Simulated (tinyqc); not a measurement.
Worked calculation: tight binding, honeycomb lattice. One step of it, computed by the program tinyqc.

Question. Bloch Hamiltonian at K. H_AB = -t1 (1 + exp(-i k.a1) + exp(-i k.a2)); H_AA = delta - 2 t2 sum cos(k.b + phi), H_BB = -delta - 2 t2 sum cos(k.b - phi), b = a1, a2 - a1, -a2.

Parameters chosen for this model:

| parameter | value | unit |
|---|---|---|
| t1 | 2.730000 | eV, nearest |
| t2 | 0 | eV, second neighbours |
| phi | 2.420000 | rad, phase of t2 (Haldane) |
| delta | 0 | eV, +/- on A and B |

k point K (fractions of the reciprocal vectors): 0.333333  0.666667

Give: H(k) at K.

Answer.

H(k) at K (eV):
```
        A       B
A  0.0000  0.0000
B  0.0000  0.0000
```
